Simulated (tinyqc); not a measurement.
Inside a calculation. Model: millisecond and nanosecond annealing: surface heating, thermal budget and solid-phase regrowth. Computed by tinyqc, a small Python program that keeps every step. Command: `OMP_NUM_THREADS=1 python tinyqc.py 3006369 3006370 out.jsonl flash walk`. One thread of a shared host (Intel(R) Xeon(R) Processor @ 2.30GHz), about 0.02 s of CPU time with the checks. Intermediate numbers are printed to about 7 digits and carried at full precision; extremes and crossings named in words are read from the listed rows.

A square pulse heats the surface of a thick wafer with constant thermal properties; losses by radiation are neglected and silicon melts at 1414 C.

Inputs (values chosen for the exercise, modelled on hot silicon with boron): incident fluence = 57 J/cm^2; pulse length t_p = 0.0033 s; reflectance R = 0.59; thermal conductivity k = 0.29 W/(cm K); heat capacity per volume c = 2.11 J/(cm^3 K); preheat temperature T0 = 600 C; wafer thickness d = 775 um; dopant prefactor D0 = 1.06 cm^2/s; dopant activation energy E = 3.52 eV; regrowth prefactor v0 = 5.6e+08 cm/s; regrowth energy E_v = 2.7 eV; amorphous layer = 36 nm.

Source: flash lamp.

Constants: k_B = 8.617333262e-05 eV/K.

## Peak temperature

Absorbed flux q = (1 - R) fluence/t_p; kappa = k/c. With f(z, t) = (2 q/k) sqrt(kappa t) ierfc(z/(2 sqrt(kappa t))), ierfc(x) = exp(-x^2)/sqrt(pi) - x erfc(x): T = T0 + f(z, t) during the pulse and T0 + f(z, t) - f(z, t - t_p) after it. At the surface the rise at the end of the pulse is 2 q sqrt(t_p/(pi k c)); the fluence that just melts the surface scales with (1414 - T0).

absorbed flux q = 7081.818 W/cm^2

kappa = 0.1374408 cm^2/s

thermal length sqrt(kappa t_p) = 212.9682 um

peak temperature = 1186.836 C

fluence at the melting threshold = 79.06471 J/cm^2

The heated layer is 27 % of the wafer thickness. Caution: heat reaches the back of the wafer, which is no longer thick.

## Temperature in depth and time

The formulas are those given above.

Temperature (C):
```
t/t_p   surface  z = 0.5 thermal lengths     z = 1     z = 2
0.10    785.574                 630.7977  602.0505  600.0004
0.25    893.418                 703.8273  626.1359  600.5086
0.50   1014.956                 805.7360  686.6597  608.8315
0.75   1108.215                 889.9525  748.7305  627.3804
1.00   1186.836                 963.1008  807.6547  652.2717
1.10   1029.905                 959.2890  828.1728  663.3142
1.50    903.769                 882.6939  828.5624  701.9976
2.00    843.075                 832.5759  803.8173  721.0477
4.00    757.242                 754.4308  746.2966  717.8484
10.00   695.230                 694.6050  692.7536  685.7036
```

One tenth of a pulse length after the end the surface has lost 157 C: cooling starts as sqrt(t - t_p), much faster than heating ends.

## Thermal budget

Temperatures in kelvin are T(C) + 273.15. Integrate exp(-E/(k_B T(t))) at the surface from 0 to 10 t_p (Gauss-Legendre, 60 points in sqrt(t) up to t_p and 60 in sqrt(t - t_p) after it). (Dt) = D0 x integral with E; regrowth = v0 x integral with E_v; effective time = integral/exp(-E/(k_B T_peak)).

budget (Dt) = 4.227375e-16 cm^2

diffusion length 2 sqrt(Dt) = 0.4112116 nm

effective time over t_p = 0.1710281

possible regrowth = 1981.931 nm

Only 17.1 % of the pulse counts at the peak; the estimate 2 k_B T_peak^2/(E (T_peak - T0)) gives 17.8 %. The amorphous layer of 36 nm regrows fully. Caution: equilibrium diffusivities are used; implant damage enhances diffusion, and k and c vary with temperature. Caution: the peak lies above 1150 C, and amorphous silicon melts some 200 to 250 K below the crystal, so a layer that has not regrown before the peak may melt instead.

## Same peak temperature, different pulse lengths

For each t_p the flux is set so that the peak temperature stays the same: q sqrt(t_p) is fixed.

Pulses:
```
t_p (s)   fluence (J/cm^2)    q (W/cm^2)  thermal length (um)  2 sqrt(Dt) (nm)  regrowth (nm)
1.00e-07      3.137747e-01  1.286476e+06         1.172351e+00     2.263646e-03   6.005850e-02
1.00e-06      9.922426e-01  4.068195e+05         3.707300e+00     7.158276e-03   6.005850e-01
1.00e-05      3.137747e+00  1.286476e+05         1.172351e+01     2.263646e-02   6.005850e+00
1.00e-04      9.922426e+00  4.068195e+04         3.707300e+01     7.158276e-02   6.005850e+01
3.00e-04      1.718615e+01  2.348773e+04         6.421233e+01     1.239850e-01   1.801755e+02
1.00e-03      3.137747e+01  1.286476e+04         1.172351e+02     2.263646e-01   6.005850e+02
3.00e-03      5.434737e+01  7.427474e+03         2.030572e+02     3.920749e-01   1.801755e+03
1.00e-02      9.922426e+01  4.068195e+03         3.707300e+02     7.158276e-01   6.005850e+03
```

Fluence and diffusion length grow as sqrt(t_p), regrowth as t_p. The layer of 36 nm regrows from t_p = 0.0001 s on among these rows, at a diffusion length of 0.072 nm. Caution: amorphous silicon melts some 200 to 250 K below the crystal, which matters for the short pulses that reach the peak before regrowth. Caution: the shortest pulses need a source absorbed within their thermal length, and the longest also heat the back of the wafer, which the thick-wafer formula leaves out.

Checks made by the program: heat stored at the end of the pulse against the absorbed fluence (relative difference below 1e-10).
